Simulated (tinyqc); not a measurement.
Inside a calculation. Method: extended Hueckel theory, for H4-. The parameters take no account of the charge, which enters only through the electron count, and nothing here shows that the anion is bound. One step of it, computed by the program tinyqc.

Problem. Wolfsberg-Helmholz matrix. H_ij = K' S_ij (H_ii + H_jj)/2 for i != j (the diagonal keeps H_ii), with K' = 1.75.

overlap S, lower triangle:
```
          1H 1s     2H 1s     3H 1s     4H 1s
1H 1s  1.000000
2H 1s  0.515301  1.000000
3H 1s  0.158181  0.585204  1.000000
4H 1s  0.031333  0.157925  0.514673  1.000000
```

diagonal H_ii (eV): 1H 1s -13.600000, 2H 1s -13.600000, 3H 1s -13.600000, 4H 1s -13.600000

K = 1.750000

Give: H.

Solution.

H (eV), lower triangle:
```
          1H 1s     2H 1s     3H 1s     4H 1s
1H 1s  -13.6000
2H 1s  -12.2642  -13.6000
3H 1s   -3.7647  -13.9279  -13.6000
4H 1s   -0.7457   -3.7586  -12.2492  -13.6000
```
